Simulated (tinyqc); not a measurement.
AlGaN/GaN HEMT with access regions, lumped model: effect of the source access length.

A polarisation-induced electron sheet under a Schottky gate, in series with two ungated access regions and contacts. Drift law v = mu E/(1 + mu E/vs) under the gate. Currents in mA/mm, resistances in ohm mm. No self-heating, no channel-length modulation; fits for polarisation, barrier and offset are chosen for the exercise.

sigma = (5e13 x + 1.6e13 x^2) cm^-2, phiB = 0.84 + 1.3 x, dEc = 0.7 (1.71 x + x^2) in volts, Cb = eps0 eps_r/d, VT = phiB - dEc - q sigma/Cb, access density n0 = -Cb VT/q. Access resistance R(L, n) = L/(q mu n sqrt(1 - (I/(q n vs))^2)); Rs = Rc + R(Ls, n0), Rd = Rc + R(Ld, (1 - ft) n0). Vg' = Vg - I Rs, Vd' = Vd - I (Rs + Rd); with u = Vg' - VT, Vc = vs Lg/mu and w the smaller of Vd' and Vc [sqrt(1 + 2 u/Vc) - 1] (0 if negative), the channel gives (mu Cb/Lg)(u w - w^2/2)/(1 + w/Vc). I equals that channel current. Isat is I at Vd = 10 V, gm = dIsat/dVg, Ron the limit of Vd/I at small Vd.

Parameters, values chosen for the exercise; values close to those of AlGaN/GaN structures: aluminium share of the barrier x = 0.24; barrier thickness d = 20 nm; relative permittivity of barrier and channel eps_r = 9.3; channel mobility mu = 1400 cm^2/(V s); saturation velocity vs = 1.6e7 cm/s; gate length Lg = 1 um; drain access length Ld = 4 um; resistance of each contact Rc = 0.28 ohm mm; share of the drain-access electrons removed by traps ft = 0; gate voltage Vg = 0 V.

Constants: q = 1.602176634e-19 C, eps0 = 8.8541878128e-14 F/cm where lengths are in cm. Results are converted to the units shown.

The same in every row: VT (V) = -4.204; n0 (cm^-2) = 1.080e13.

Effect of the source access length:

| Ls (um) | Ron (ohm mm) | Isat (mA/mm) | gm (mS/mm) |
|---|---|---|---|
| 0.1 | 2.665 | 1182 | 368.9 |
| 0.3 | 2.747 | 1144 | 353.0 |
| 0.6 | 2.871 | 1092 | 332.4 |
| 1 | 3.036 | 1031 | 309.5 |
| 1.5 | 3.242 | 965.5 | 285.9 |
| 2.5 | 3.655 | 859.2 | 249.8 |
| 4 | 4.274 | 740.7 | 211.6 |

As Ls goes from 0.1 to 4 um, Ron rises from 2.66 to 4.27 ohm mm, Isat falls from 1180 to 741 mA/mm and gm falls from 369 to 212 mS/mm. The ceiling Cb vs is 659 mS/mm. In every row the power passes 5 W/mm, where self-heating, left out here, lowers the current.

Computed by the program tinyqc: `OMP_NUM_THREADS=1 python tinyqc.py 2570003 2570004 out.jsonl`, one thread of a shared Intel Xeon 2.30GHz, about 0.02 s for the whole run.
